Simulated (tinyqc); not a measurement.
Conductance of a narrow metal strip with scatterers (square lattice, Green functions): one step. Modes at the Fermi energy. Two cases, with inputs chosen for the exercise.

Question. For each n: en, cos(kn a) = (en - E)/(2t), z_n and the velocity 2 t a sin(kn a) (zero if closed).

A strip of W sites across with hard walls, site energy 0 and hopping -t. Mode n = 1 to W has profile chi_n(j) = sqrt(2/(W + 1)) sin(n j pi/(W + 1)) and energy en = -2t cos(n pi/(W + 1)); E = en - 2t cos(kn a). With z_n = exp(i kn a) (Im k > 0 for closed modes, |z| < 1) each lead gives the self-energy -t z_n in mode n. One column carries the site energies v, here one foreign atom. In the mode basis V_nm = sum_j chi_n(j) v_j chi_m(j), G = (E - en + 2 t z_n - V)^-1, and t_nm = 2t sqrt(sin(kn a) sin(km a)) G_nm in size for open modes. T = sum |t_nm|^2, conductance (2e^2/h) T.

Constants: e^2/h = 3.874045865e-05 S.

Give: Modes.

Case 1.

Values chosen (hopping and spacing of the size met in Cu or Al; the lattice is a model; the results hold for these values, not for the real material):
- t = 1.82 eV (hopping)
- a = 2.54 angstrom (spacing)
- W = 5 (sites across)
- E = -1.5 eV (Fermi energy)

Answer.

Modes:

| n | en (eV) | cos(k a) | z | dE/dk (eV angstrom) |
|---|---|---|---|---|
| 1 | -3.1523 | -0.45394 | -0.45394+0.89103i | 8.2381 |
| 2 | -1.8200 | -0.08791 | -0.08791+0.99613i | 9.2098 |
| 3 | 0.0000 | 0.41209 | 0.41209+0.91114i | 8.4241 |
| 4 | 1.8200 | 0.91209 | 0.91209+0.40999i | 3.7906 |
| 5 | 3.1523 | 1.27811 | 0.48214 | 0.0000 |

4 of 5 modes are open, so the clean strip has a resistance of 3227 ohm, whatever its length.

Case 2.

Values chosen (hopping and spacing of the size met in Cu or Al; the lattice is a model; the results hold for these values, not for the real material):
- t = 1.52 eV (hopping)
- a = 2.71 angstrom (spacing)
- W = 4 (sites across)
- E = 1.77 eV (Fermi energy)

Answer.

Modes:

| n | en (eV) | cos(k a) | z | dE/dk (eV angstrom) |
|---|---|---|---|---|
| 1 | -2.4594 | -1.39125 | -0.42400 | 0.0000 |
| 2 | -0.9394 | -0.89125 | -0.89125+0.45350i | 3.7362 |
| 3 | 0.9394 | -0.27322 | -0.27322+0.96195i | 7.9249 |
| 4 | 2.4594 | 0.22678 | 0.22678+0.97395i | 8.0238 |

3 of 4 modes are open, so the clean strip has a resistance of 4302 ohm, whatever its length.

Computed by tinyqc, one run a case: `OMP_NUM_THREADS=1 python tinyqc.py N N+1 out.jsonl` with N = 1451860, 1452733; one thread of a shared Intel(R) Xeon(R) Processor @ 2.30GHz, about 0.01 s a run at most.
